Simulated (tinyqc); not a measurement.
Space-charge-limited current with shallow traps: one step of the calculation.

One carrier type, drift only, an injecting contact at x = 0 (zero field) and thickness L. The share th = y/(1 + y), y = (Nc/Nt) exp(-Et/kB T), of the injected charge is free: J = q mu n F, eps0 eps_r dF/dx = q (n - n0)/th.

Question. Limits and characteristic voltages. Ohmic J = q n0 mu V/L; Mott-Gurney J = (9/8) th eps0 eps_r mu V^2/L^3; they cross at Vx = 8 q n0 L^2/(9 th eps0 eps_r); traps fill at V_TFL = q Nt L^2/(2 eps0 eps_r).

Values chosen for this exercise:
```
symbol,value,unit,meaning
T,350,K,temperature
eps_r,9.6,,relative permittivity
mu,1.4,cm^2/(V s),mobility
L,670,nm,thickness
Nc,5e20,cm^-3,band density of states
Nt,4.2e16,cm^-3,trap density
Et,0.2,eV,trap depth
n0,9.1e14,cm^-3,free carrier density in equilibrium
V,4.9,V,voltage
```

Constants: q = 1.602176634e-19 C, kB = 1.380649e-23 J/K, Vt = kB T/q, eps0 = 8.8541878128e-14 F/cm where lengths are in cm. Results are converted to the units shown.

Give: th; ohmic J; Mott-Gurney J; Vx; V_TFL.

Answer.

th = 0.94011
ohmic J = 14.928 A/cm^2
Mott-Gurney J = 100.47 A/cm^2
Vx = 0.72803 V
V_TFL = 17.769 V

Range of the model: Diffusion and a field-dependent mobility are left out. With injecting contacts the diffusion current, about 4 pi^2 Vt th eps0 eps_r mu V/L^3, equals the Mott-Gurney current at V = 35 kB T/q (0.9 V at 300 K), so the drift-only result needs V well above that.

Numbers from tinyqc (`OMP_NUM_THREADS=1 python tinyqc.py 2370171 2370172 out.jsonl`; about 0.01 s on one thread of a shared Intel Xeon 2.30GHz).
